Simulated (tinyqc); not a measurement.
# IGBT as a p-i-n diode in series with a MOS channel, on-state and switching loss: effect of the channel and accumulation resistance

High injection (n = p) in a drift layer from x = -W/2 (anode) to +W/2 (cathode side), recombination only in the layer with lifetime tau, ideal emitters. The channel feeds the cathode side and carries the whole current. Auger recombination, carrier-carrier scattering, emitter losses and the carrier dip under the p body are left out.

b = mn/mp, B = (b - 1)/(b + 1), La = sqrt(2 Vt mn mp tau/(mn + mp)), y = W/(2 La). n(x) = (tau J/(2 q La))[cosh(x/La)/sinh y - B sinh(x/La)/cosh y]. Vm = Vt [(8 b/(b + 1)^2)(sinh y/s) arctan(s sinh y) + B ln((1 + B tanh^2 y)/(1 - B tanh^2 y))], s = sqrt(1 - B^2 tanh^2 y); Vj = Vt ln(n(-W/2) n(W/2)/ni^2), ni = sqrt(Nc Nv) exp(-Eg/(2 Vt)), Eg in volts; Vc = J Rch; Von = Vm + Vj + Vc. Stored charge tau J, turn-off energy Eoff = ks tau J Vdc, loss at half duty 0.5 J Von + f Eoff. A unipolar device on the same layer has Vu = J (W/(q mn Nd) + Rch).

Inputs (values chosen for the exercise); material values close to those of silicon: temperature T = 400 K; band gap Eg = 1.13 eV; conduction-band density of states at T Nc = 4.28e19 cm^-3; valence-band density of states at T Nv = 4.08e19 cm^-3; electron mobility mn = 743 cm^2/(V s); hole mobility mp = 255 cm^2/(V s); width of the drift layer W = 350 um; doping of the drift layer Nd = 1.8e13 cm^-3; high-injection lifetime tau = 20 us; current density J = 250 A/cm^2; link voltage Vdc = 1800 V; turn-off energy per stored charge and link voltage ks = 0.1; switching frequency f = 5 kHz.

Constants: q = 1.602176634e-19 C, kB = 1.380649e-23 J/K, Vt = kB T/q. Results are converted to the units shown.

The same in every row: y = 1.082; Eoff (mJ/cm^2) = 900.0.

Results:
```
Rch (mohm cm^2)  Von (V)  Vu (V)  total loss (W/cm^2)
0.2                1.009    4084                 4626
0.4                1.059    4084                 4632
0.78               1.154    4084                 4644
1.5                1.334    4084                 4667
6.1                2.484    4085                 4810
12                 3.959    4087                 4995
```

Estimate the missing row, Rch = 3.1 mohm cm^2.

Computed row:
```
Rch (mohm cm^2)  Von (V)  Vu (V)  total loss (W/cm^2)
3.1                1.734    4084                 4717
```

With this row back in the table: As Rch goes from 0.2 to 12 mohm cm^2, Von rises from 1.01 to 3.96 V, Eoff stays at 900 mJ/cm^2 and the total loss rises from 4630 to 4990 W/cm^2. Von is below Vu in 7 of the 7 rows. In every row the density at the anode passes 2e17 cm^-3, where Auger recombination and emitter losses matter.

Program tinyqc, `OMP_NUM_THREADS=1 python tinyqc.py 2590131 2590132 out.jsonl`; Intel Xeon 2.30GHz, shared host, one thread, about 0.01 s.
